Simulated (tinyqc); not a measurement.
# Stacked nanosheet transistor, parasitic resistance, capacitance and delay: what changes with what

Ns sheets share one contact on top; each has perimeter p = 2 (Ws + ts) and cross-section A = Ws ts; contact width Wc = Ws + 10 nm, stack height Hs = Ns pv. Sheet 1 is the top one. Contact length Lc = CPP - Lg - 2 Lsp, shared by two neighbouring gates. Source and drain sides are equal. The formulas are first-order estimates, not field solutions.

Values chosen for this exercise; values close to those of silicon logic devices: temperature T = 300 K; number of sheets Ns = 3; sheet width Ws = 12 nm; sheet thickness ts = 6 nm; vertical pitch of the sheets pv = 12 nm; vertical resistance between sheet levels rv = 154 ohm; contacted gate pitch CPP = 48 nm; gate length Lg = 16 nm; spacer length Lsp = 7 nm; relative permittivity of the spacer ks = 3.3; gate height above the channel stack Hc = 30 nm; contact resistivity rc = 6.1e-10 ohm cm^2; resistivity of the source-drain epitaxy re = 0.00079 ohm cm; current-carrying depth of the epitaxy te = 15 nm; resistivity of the extension rx = 0.0006 ohm cm; gate overlap Lov = 0.5 nm; inversion capacitance Cinv = 2.2 uF/cm^2; injection velocity vx = 1.2e7 cm/s; apparent mobility mu = 120 cm^2/(V s); threshold at zero drain voltage VT = 0.28 V; barrier lowering dl = 0.032 V/V; subthreshold factor n = 1.16; wire load Cw = 0.4 fF; supply voltage Vdd = 0.6 V.

Constants: q = 1.602176634e-19 C, kB = 1.380649e-23 J/K, eps0 = 8.8541878128e-12 F/m, Vt = kB T/q. Results are converted to the units shown.

Each table varies one quantity; the others keep the values above.

## Effect of the contact resistivity

Epitaxy sheet resistance Rsh = re/te, transfer length LT = sqrt(rc/Rsh), contact Rc = [sqrt(rc Rsh)/Wc] coth(Lc/(2 LT)); extension of one sheet Rx = rx Lsp/A. With N sheets: gate Cg = Cinv p N Lg; per side, plate Cp = ks eps0 [Wc (Hs + Hc) - N A]/Lsp, top fringe Cf = (2/pi) ks eps0 Wc ln(1 + Lg/(2 Lsp)), overlap Co = Cinv p N Lov. One sheet: I = p Q vx u/(1 + |u|^1.8)^(1/1.8), Q = Cinv n Vt ln(1 + exp((Vg' - VT + dl Vd')/(n Vt))), u = Vd' mu/(vx Lg), Vg' = Vgs - v, Vd' = Vds - 2 v, with the drop on each side v_j = Rc sum I + rv (sum over levels k = 2..j of the current of sheets k..Ns) + Rx I_j. Ieff = [I(Vgs = Vdd, Vds = Vdd/2) + I(Vdd/2, Vdd)]/2, total currents. With Cs = Cp + Cf + Co, the load of an inverter of two such devices driving an equal one is CL = 2 (Cg + 2 Cs) + 4 Cs + Cw (own drains counted twice for the Miller effect); delay CL Vdd/(2 Ieff).

The same in every row: Rx/N (ohm) = 194.4; CL (aF) = 529.3.

Effect of the contact resistivity:
```
rc (ohm cm^2)	Rc (ohm)	Ieff (uA)	delay (ps)
1e-10	107.7	40.56	3.915
2.1e-10	169.7	39.71	3.998
4.5e-10	294.9	38.09	4.169
9.7e-10	559.7	35.00	4.537
2.1e-9	1131	29.60	5.365
4.4e-9	2294	22.30	7.120
9.4e-9	4819	14.49	10.96
2e-8	1.017e4	8.448	18.80
```

What does the comparison show?

As rc goes from 1e-10 to 2e-8 ohm cm^2, Ieff falls from 40.6 to 8.45 uA, CL stays at 529 aF and the delay rises from 3.92 to 18.8 ps. Rc goes as rc^(0.61) at the start and rc^(0.99) at the end (1/2 for a long contact, 1 for a short one). For rc = 1e-10 to 2.1e-10 ohm cm^2 rc lies near or below the quantum limit of metal-silicon contacts.

## Effect of the contacted gate pitch

Same model as above.

The same in every row: Rx/N (ohm) = 194.4; CL (aF) = 529.3.

Effect of the contacted gate pitch:
```
CPP (nm)	Rc (ohm)	Ieff (uA)	delay (ps)
36	948.1	31.16	5.096
42	509.0	35.56	4.466
48	376.8	37.09	4.281
54	319.7	37.78	4.203
60	291.4	38.14	4.164
66	276.5	38.32	4.143
72	268.3	38.43	4.132
78	263.7	38.49	4.126
```

As CPP goes from 36 to 78 nm, Ieff rises from 31.2 to 38.5 uA, CL stays at 529 aF and the delay falls from 5.10 to 4.13 ps. Only the contact length changes, so the capacitance stays and the pitch acts through Rc. At CPP = 36 nm the contact is under 8 nm long, below what liners and fill allow.

Numbers from tinyqc (`OMP_NUM_THREADS=1 python tinyqc.py 2170117 2170118 out.jsonl`; about 0.08 s on one thread of a shared Intel Xeon 2.30GHz).
